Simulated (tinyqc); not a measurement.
Comparisons within one model: shallow acceptor in the spherical four-band model. A value that a table varies takes the place of the one given here.

The ground state 1S3/2 has an L = 0 part f(r) and an L = 2 part g(r). In units of Ry* and a*, with Gaussians f_i = exp(-a_i r^2), g_i = r^2 exp(-a_i r^2), A = a_i + a_j and I(n) = Gamma((n + 1)/2)/(2 A^((n + 1)/2)): S_ff = I(2), S_gg = I(6), H_ff = (6 a_i a_j/A) I(2) - 2 I(1), H_gg = (14 a_i a_j/A) I(6) - 2 I(5), H_fg = -mu [15 I(2) - 20 a_j I(4) + 4 a_j^2 I(6)]; each function is then normalised. The split-off band is left out.

Converged values use 22 exponents 2.2^i, i = -7 to 14, for f and for g.

Units Ry* = Ry/(g1 eps^2) and a* = a0 eps g1; mu = (6 g3 + 4 g2)/(5 g1) is the spherical heavy-light coupling and delta = (g3 - g2)/g1 the cubic term, which is left out.

Constants: Ry = 13.60569312 eV; a0 (Bohr radius) = 0.5291772105 angstrom.

Parameters, chosen for this exercise (near those of a shallow acceptor in GaSb; not measured data): mus = (0.09, 0.38, 0.48, 0.66, 0.75, 0.81, 0.88) (couplings); rc = 1.4 angstrom (radius of the central cell); Vs = (3, 1, 0, -1, -2, -3, -4) eV (central-cell strengths); g1 = 13.41 (Luttinger gamma1); g2 = 4.71 (gamma2); g3 = 5.99 (gamma3); eps = 15.7 (dielectric constant).

## Strength of the heavy-light coupling

Ry* = 4.1162 meV

Converged values in Ry* and a*; the heavy-mass hydrogen model gives 1/(1 - mu).

Results:
```
mu    binding (Ry*)  1/(1 - mu)  ratio  L = 2 weight  <r> (a*)  binding (meV)
0.09          1.007       1.099  0.917         0.003     1.491            4.1
0.38          1.151       1.613  0.714         0.062     1.331            4.7
0.48          1.268       1.923  0.659         0.101     1.225            5.2
0.66          1.689       2.941  0.574         0.197     0.951            7.0
0.75          2.145       4.000  0.536         0.259     0.766            8.8
0.81          2.695       5.263  0.512         0.307     0.621           11.1
0.88          4.038       8.333  0.485         0.369     0.425           16.6
```

What does this show, and why?

The binding starts as 1 + O(mu^2), 1.007 at mu = 0.09, since the coupling enters in second order, and reaches 4.04 at mu = 0.88. The ratio to the heavy-mass model falls from 0.92 to 0.48, towards about 0.44 as mu goes to 1: the bound hole is only partly heavy. The L = 2 weight grows to 0.37 and the radius shrinks by a factor 3.5.

## Central-cell correction

mu = 0.81700
a* = 111.411 angstrom

A short-range term V exp(-r^2/rc^2) is added (negative: attracts the hole); its elements are V S (A/(A + 1/rc^2))^(3/2) for f and ^(7/2) for g, in the same units.

Results:
```
V (eV)  1S binding (meV)  2S binding (meV)  <r> (angstrom)  L = 2 weight
3.0                 11.2              3.42            68.5         0.312
1.0                 11.4              3.44            67.6         0.312
0.0                 11.5              3.45            67.2         0.312
-1.0                11.5              3.46            66.6         0.313
-2.0                11.7              3.47            66.1         0.313
-3.0                11.8              3.49            65.4         0.313
-4.0                11.9              3.51            64.7         0.314
```

What does this show, and why?

From V = 0 to -4 eV the 1S binding grows by 0.4 meV (4 %) and the 2S binding by 0.06 meV, so the chemical shift sits mainly in the ground state. A repulsion of 3 eV removes 0.2 meV. The slope is 0.13 meV per eV over the last step against 0.08 on the repulsive side, since attraction pulls the state into the cell; over this range the level stays shallow.

## What each parameter does

Converged values. Each row changes one parameter from the base and keeps the others.

Results:
```
case           mu  Ry* (meV)  binding (meV)  <r> (angstrom)
base        0.817       4.12          11.46            67.2
g1 = 14.48  0.757       3.81           8.36            90.4
g2 = 4      0.775       4.12           9.61            79.0
g3 = 5.51   0.774       4.12           9.59            79.2
eps = 14.4  0.817       4.89          13.62            61.6
```

What can be read from the table?

The largest shifts from the base row, up to three for each result and ties (the steps differ in size, so this ranks the rows, not the parameters). mu: g1 -0.060, g3 -0.043, g2 -0.042; unchanged at the printed digits by eps. Ry* (meV): eps +0.78, g1 -0.30; unchanged at the printed digits by g2 and g3. binding (meV): g1 -3.10, eps +2.16, g3 -1.86. <r> (angstrom): g1 +23.2, g3 +12.0, g2 +11.8. g1 acts twice: it lowers Ry* and it lowers mu.

Program tinyqc; command `OMP_NUM_THREADS=1 python tinyqc.py 1252640 1252641 out.jsonl`; about 0.03 s on one thread of a shared Intel(R) Xeon(R) Processor @ 2.30GHz.
